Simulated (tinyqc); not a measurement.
Thresholds of impact ionisation and Auger recombination from band masses, step by step. Values are carried at full precision from step to step, so a last printed digit may differ when a step is redone from the rounded ones.

Parabolic bands, no phonon. At threshold the three slow carriers share one velocity. With M their total mass and m4 the mass of the fast carrier, the fast carrier has the kinetic energy E_T = G M/(M - m4) and the slow ones together E_a = G m4/(M - m4), the activation energy of the Auger rate. CCCH (fast electron): G = Eg, M = 2 me + mh, m4 = me. CHHS (hole into the split-off band): G = Eg - Dso, M = 2 mh + me, m4 = ms; this form holds for Eg > Dso (below, the process needs about Dso - Eg and is marked by a dash). CHHL (hole into the light band): G = Eg, M = 2 mh + me, m4 = ml. CHHH (fast heavy hole): G = Eg, M = 2 mh + me, m4 = mh.

Constants: kB = 8.617333262e-05 eV/K; hbar^2/2m0 = 3.80998211 eV angstrom^2.

Inputs chosen for the exercise (near those of CdTe, gap at low temperature and not tied to T; the results hold for these values, not for the real material):
```
symbol  value   unit  meaning
Eg      1.603   eV    gap at Gamma to the s-like level
Dso     0.925   eV    spin-orbit splitting
me      0.0959  m0    electron mass at Gamma
mh      0.65    m0    heavy-hole mass
ms      0.298   m0    split-off mass
ml      0.1151  m0    light-hole mass
T       350     K     temperature
```

## Thresholds of four processes

Give G, M, m4, E_T, E_a and E_a/kT.

Results:
```
process  G (eV)       M      m4  E_T (eV)  E_a (eV)  E_a/kT
CCCH     1.6030  0.8418  0.0959    1.8091    0.2061    6.83
CHHS     0.6780  1.3959  0.2980    0.8620    0.1840    6.10
CHHL     1.6030  1.3959  0.1151    1.7471    0.1441    4.78
CHHH     1.6030  1.3959  0.6500    2.9999    1.3969   46.32
```

The lowest activation energy is that of CHHL (144 meV), then CHHS (184 meV). At equal G a light fast carrier takes up the energy with little momentum, so little is asked of the slow ones; CHHH asks 0.87 Eg. For equal masses E_T would be 3/2 Eg; for electrons here it is 1.129 Eg.

## Momenta at the CCCH threshold

At the threshold of the parabolic CCCH process the fast electron has E_T = Eg M/(M - me), M = 2 me + mh, and the slow carriers E_a = E_T - Eg together. It has k4 = sqrt(me E_T/c), c = hbar^2/2m0; the slow carriers share k4 in proportion to their masses. Give the wave vectors and kinetic energies, and check that they add up to E_a.

k4 = 0.21339 1/angstrom

electron, electron, hole (1/angstrom): [0.02431, 0.02431, 0.16477]

their kinetic energies (meV): [23.48, 23.48, 159.14]

sum = 206.10 meV

The hole carries 77 % of the momentum and of the energy of the slow carriers.

## Non-parabolicity raises the threshold

Non-parabolic fast electron: E (1 + alpha E) = c k^2/me with alpha = (1 - me)^2/Eg; the slow carriers stay parabolic, so E_T = Eg + me E_T (1 + alpha E_T)/M, M = 2 me + mh (the root between Eg and 1.9 Eg).

Give alpha, E_T, E_a = E_T - Eg and k4.

alpha = 0.5099 1/eV
E_T = 2.0975 eV
E_a = 0.49454 eV
k4 = 0.33055 1/angstrom

E_a is 2.40 times the parabolic value, since an electron at E_T above the edge has 1 + alpha E_T = 2.07 times the squared momentum, and E_T itself is 1.16 times higher. In the real crystal the L valleys lie below this energy, so the fast electron may not stay in the Gamma valley.

## Temperature dependence

For non-degenerate carriers at fixed densities the Auger coefficient goes as exp(-E_a/kT), up to slowly varying powers of T. Give exp(-E_a/kT) for the parabolic and the non-parabolic CCCH value, and the characteristic temperature T0 = kT^2/E_a of each.

Boltzmann factors: [0.001077, 7.568e-08]

T0 (K): [51, 21]

Non-parabolicity lowers the factor by 1.4e+04 times; direct CCCH is then negligible, and processes with lower thresholds, or assisted by phonons or defects, take over.

## Checks

- Largest energy that an electron at k4 can give to a pair, by numerical search, against Eg (eV): both 1.6030.

Run: tinyqc, `OMP_NUM_THREADS=1 python tinyqc.py 1850222 1850223 out.jsonl`; Intel(R) Xeon(R) Processor @ 2.30GHz, one thread, shared host; about 0.01 s of CPU time with all checks.
